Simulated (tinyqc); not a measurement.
From rigid to soft shells: rigid-ion and shell models of the dielectric response of an ionic crystal. Computed by tinyqc, a small Python program. Command: `OMP_NUM_THREADS=1 python tinyqc.py 3016331 3016332 out.jsonl shell walk`. One thread of a shared host (Intel(R) Xeon(R) Processor @ 2.30GHz), about 0.01 s of CPU time with the checks.

Charges +Z and -Z; 8 nearest neighbours, Madelung constant M = 1.762675, volume per ion pair Omega = 1.539601 d^3. Energy per pair U = -M Z^2 e2/d + 8 A exp(-d/rho), e2 = e^2/(4 pi eps_0). In the shell model the anion is a core of charge Y - Z and a massless shell of charge -Y, joined by the spring k; the repulsion acts on the shell. Each ion feels the Lorentz field E + (4 pi/3) P (Gaussian units).

Inputs (values chosen for the exercise, for a model crystal):
```
quantity,value,unit
nearest-neighbour distance d,3.06,angstrom
ionic charge Z,1,e
hardness d/rho,9.12,-
cation mass,75.9,u
anion mass,16,u
shell charge size Y,2.87,e
core-shell spring k,46.9,eV/angstrom^2
cation polarisability alpha_+,0.82,angstrom^3
```

Structure: caesium chloride.

Constants: e^2/(4 pi eps_0) = 14.39964548 eV angstrom; 1 eV/angstrom^3 = 160.2176634 GPa; nu for 1 eV/(angstrom^2 u) = 15.6333042 THz; 1 THz = 33.35640952 1/cm.

Method:
- Zero pressure fixes 8 A exp(-d/rho) = M Z^2 e2 rho/d^2. Then U = -(M Z^2 e2/d)(1 - rho/d), B = M Z^2 e2 (d/rho - 2)/(9 Omega d), and the spring of one sublattice against the other is R = (1/3) x (Laplacian of the repulsion summed over neighbours) = M Z^2 e2 (d/rho - 2)/(3 d^3), so R = 3 B Omega/d^2.
- With C = 4 pi Z^2 e2/(3 Omega): mu lambda_TO = R - C, mu lambda_LO = R + 2 C; eps_inf = 1 and eps_s = lambda_LO/lambda_TO.
- lambda in eV/(angstrom^2 u) gives the wavenumber 15.6333042 x 33.35640952 x sqrt(lambda); mu is the reduced mass.
- Eliminating the shell gives the anion polarisability alpha_- = Y^2 e2/(k + R), the Szigeti charge Z_S = Z - Y R/(k + R) and the softened spring R' = k R/(k + R). With b = 4 pi (alpha_+ + alpha_-)/(3 Omega): eps_inf = (1 + 2b)/(1 - b) (Clausius-Mossotti); Born charge Z* = Z_S (eps_inf + 2)/3.
- mu lambda_TO = R' - (4 pi e2/(3 Omega)) Z_S^2/(1 - b); mu lambda_LO = mu lambda_TO + 4 pi e2 Z*^2/(eps_inf Omega); eps_s = eps_inf lambda_LO/lambda_TO.

repulsive spring R = 2.10242 eV/angstrom^2

volume Omega = 44.1136 angstrom^3

omega_LO, rigid ions = 315.498 1/cm

Response against the core-shell spring:
```
k (eV/angstrom^2),eps_inf,Z_S,Z*,omega_TO (1/cm),omega_LO (1/cm),eps_s
38,2.6780,0.84954,1.3247,96.60,254.25,18.554
47,2.3304,0.87712,1.2661,100.82,261.21,15.642
61,2.0341,0.90438,1.2161,104.29,268.79,13.512
84,1.7911,0.92992,1.1751,107.05,276.66,11.962
120,1.6149,0.95058,1.1454,109.01,283.66,10.934
190,1.4742,0.96859,1.1217,110.55,290.28,10.165
380,1.3607,0.98421,1.1026,111.77,296.49,9.574
1400,1.2819,0.99570,1.0893,112.62,301.35,9.179
```

What does the comparison show, and why?

From the stiffest to the softest shell eps_inf rises from 1.28 to 2.68 and Z_S falls from 1.00 to 0.85; omega_LO moves by -16 % and omega_TO by -14.2 %. Screening by eps_inf cuts the LO frequency, which rigid ions overstate (rigid ions: 315 per cm); eps_s goes from 9.18 to 18.55.
